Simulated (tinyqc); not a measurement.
# Layer from its matrix

Problem. For (psi, psi'/m) a flat barrier below its edge has M = [[cosh Kd, (m/K) sinh Kd], [(K/m) sinh Kd, cosh Kd]], K = sqrt(m (U - E)/C), C = hbar^2/(2 m0). Its width is d = 3.9 nm. Find K, m and U.

Parameters, values chosen for the exercise: electron energy E = 0.042 eV.

Constants: q = 1.602176634e-19 C, hbar = 1.054571817e-34 J s, m0 = 9.1093837015e-31 kg, hbar^2/(2 m0) = 0.0380998212 eV nm^2. Results are converted to the units shown.

M of the layer (M12 in nm, M21 in 1/nm):
```
	1	2
1	7.7276023	0.98384954
2	59.679692	7.7276023
```

Solution. K = arcosh(M11)/d, m/K = sqrt(M12/M21), and U = E + C K^2/m.

K = 0.701 1/nm
m = 0.0900 m0
U = 0.250 eV

tinyqc, about 0.03 s, one thread, Intel Xeon 2.30GHz (shared host): `OMP_NUM_THREADS=1 python tinyqc.py 2560032 2560033 out.jsonl`
